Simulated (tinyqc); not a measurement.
# Which input was changed?

Model: electromigration in a confined line: Blech product, Korhonen stress evolution and Black's law. Computed by tinyqc, a small Python program. Command: `OMP_NUM_THREADS=1 python tinyqc.py 3015132 3015133 out.jsonl emigr which`. One thread of a shared host (Intel(R) Xeon(R) Processor @ 2.30GHz), about 0.04 s of CPU time with the checks.

The electron wind pushes atoms from the cathode (x = 0) to the anode (x = L); blocking ends build a back stress (tension positive). The input rho is taken not to change with temperature. d sigma/dt = d/dx [kappa (d sigma/dx + G)], with zero flux at both ends and sigma = 0 at t = 0.

Inputs (values chosen for the exercise, close to those used for copper lines):
```
quantity                      value          unit
resistivity rho                2.41  micro-ohm cm
atomic volume Omega            11.8    angstrom^3
effective charge number Z*      1.8             -
prefactor D0                6.4e-08         m^2/s
activation energy E           0.906            eV
effective modulus B              29           GPa
critical stress sigma_c         170           MPa
current density j               3.1       MA/cm^2
line length L                    46            um
test temperature T              270             C
use temperature T_u             110             C
use current density j_u         1.6       MA/cm^2
current exponent n              1.2             -
```

Start: stress-free.

Constants: e = 1.602176634e-19 C; k_B = 8.617333262e-05 eV/K; k_B = 1.380649e-23 J/K.

Method:
- G = Z* e rho j/Omega; D = D0 exp(-E/(k_B T)); kappa = D B Omega/(k_B T); drift velocity of an unconfined line v = D Z* e rho j/(k_B T). SI: 1 micro-ohm cm = 1e-8 ohm m, 1 MA/cm^2 = 1e10 A/m^2.
- Temperatures in kelvin are T(C) + 273.15.
- At steady state sigma(x) = G (L/2 - x). A void forms only if the cathode stress reaches sigma_c, that is if j L exceeds (j L)_c = 2 Omega (sigma_c)/(Z* e rho). Time scale tau = L^2/kappa.
- Median life t50 = A j^(-n) exp(E/(k_B T)); acceleration factor = t50(use)/t50(test) = (j/j_u)^n exp[(E/k_B)(1/T_u - 1/T)].

Problem. One of these inputs alone was changed, within the range given: prefactor D0 (3.2e-08 to 1.28e-07); effective modulus B (14.5 to 58); critical stress sigma_c (85 to 340); current density j (1.55 to 6.2). Which one, and to what value?

Results:
```
run     drift velocity (nm/h)   tau (h)  acceleration factor
before               25.95683  51.32697             7164.837
after                34.23057  38.92093             7164.837
```

Solution.

Each candidate set to reproduce drift velocity, and what it then gives:
```
candidate                           range searched  value needed  tau (h)  acceleration factor
prefactor D0 (m^2/s)           3.2e-08 to 1.28e-07      8.440e-8   38.921               7164.8
effective modulus B (GPa)               14.5 to 58     no effect        -                    -
critical stress sigma_c (MPa)            85 to 340     no effect        -                    -
current density j (MA/cm^2)            1.55 to 6.2         4.088   51.327               9986.2
```

Only prefactor D0 fits every result: it went from 6.4e-08 to 8.44e-8 m^2/s. The next best candidate, current density j, misses one result by 39 %.
